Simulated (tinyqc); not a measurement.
Shallow acceptor in the spherical model (Baldereschi-Lipari), strong spin-orbit limit. Inputs raised by 5 %, one at a time. Computed by tinyqc, a small Python program. Command: `OMP_NUM_THREADS=1 python tinyqc.py 3028945 3028946 out.jsonl acceptor sens`. One thread of a shared host (Intel(R) Xeon(R) Processor @ 2.30GHz), about 0.03 s of CPU time with the checks.

The 1S(3/2) state has an s envelope f(r) and a d envelope g(r). In effective units they obey -(f'' + 2f'/r + 2f/r) + mu (g'' + 5g'/r + 3g/r^2) = E f and -(g'' + 2g'/r - 6g/r^2 + 2g/r) + mu (f'' - f'/r) = E g. The cubic term, the split-off band and the central cell are left out.

Inputs (values chosen for the exercise, modelled on GaSb):
```
quantity                 value  unit
Luttinger gamma_1         13.3     -
Luttinger gamma_2         4.64     -
Luttinger gamma_3         6.11     -
dielectric constant eps   15.7     -
```

Constants: Ry = 13.605693123 eV; a_0 = 0.529177210903 angstrom.

Method:
- Ry* = Ry/(gamma_1 eps^2), a* = a_0 eps gamma_1, mu = (6 gamma_3 + 4 gamma_2)/(5 gamma_1), delta = (gamma_3 - gamma_2)/gamma_1; spherical masses 1/(gamma_1 (1 - mu)) (heavy) and 1/(gamma_1 (1 + mu)) (light).
- Basis: f_i = exp(-zeta_i r), g_i = r exp(-zeta_i r), weight r^2 dr, s = zeta_i + zeta_j. S_ff = 2/s^3, H_ff = zeta_i zeta_j S_ff - 2/s^2; S_gg = 24/s^5, H_gg = 8/s^3 + 24 zeta_i zeta_j/s^5 - 12/s^4; H(f_i, g_j) = mu (6 zeta_i^2/s^4 + 2 zeta_i/s^3); S_fg = 0. Each function is normalised by sqrt(S_ii).
- Large basis: zeta_i = 0.08 x 1.55^(i-1), i = 1..20 in each channel; overlap eigenvalues below 1e-11 are dropped.
- Binding energies are -E Ry*; the mass that fits is E(1S) eps^2/Ry.

Runs; columns: (1) input moved; (2) from; (3) to; (4) 1S(3/2) binding energy (meV); (5) 2S(3/2) binding energy (meV); (6) d weight of 1S(3/2); (7) heavy-hole mass (m_0):
```
(1)                       (2)     (3)     (4)     (5)      (6)      (7)
base run                    -       -  12.332  3.7224  0.32390  0.44326
Luttinger gamma_1        13.3  13.965   9.821  2.9370  0.29082  0.34235
Luttinger gamma_2        4.64   4.872  13.291  4.0243  0.33614  0.48300
Luttinger gamma_3        6.11  6.4155  14.409  4.3754  0.34837  0.52927
dielectric constant eps  15.7  16.485  11.185  3.3763  0.32390  0.44326
```

Exponents ln(y'/y) / ln(x'/x):
```
input                    1S(3/2) binding energy  2S(3/2) binding energy  d weight of 1S(3/2)  heavy-hole mass
Luttinger gamma_1                        -4.666                  -4.857               -2.208           -5.295
Luttinger gamma_2                         1.536                   1.599                0.760            1.760
Luttinger gamma_3                         3.191                   3.313                1.493            3.635
dielectric constant eps                  -2.000                  -2.000                0.000            0.000
```

Which inputs matter most for each result?

Among the inputs moved here: 1S(3/2) binding energy answers most in size to Luttinger gamma_1 (exponent -4.666), next to Luttinger gamma_3 (+3.191). Its exponent -2.000 in dielectric constant eps: Ry* scales as 1/eps^2. 2S(3/2) binding energy answers most in size to Luttinger gamma_1 (exponent -4.857), next to Luttinger gamma_3 (+3.313). Its exponent -2.000 in dielectric constant eps: Ry* scales as 1/eps^2. d weight of 1S(3/2) answers most in size to Luttinger gamma_1 (exponent -2.208), next to Luttinger gamma_3 (+1.493); its exponent is below 0.0005 for dielectric constant eps. Heavy-hole mass answers most in size to Luttinger gamma_1 (exponent -5.295), next to Luttinger gamma_3 (+3.635); its exponent is below 0.0005 for dielectric constant eps.
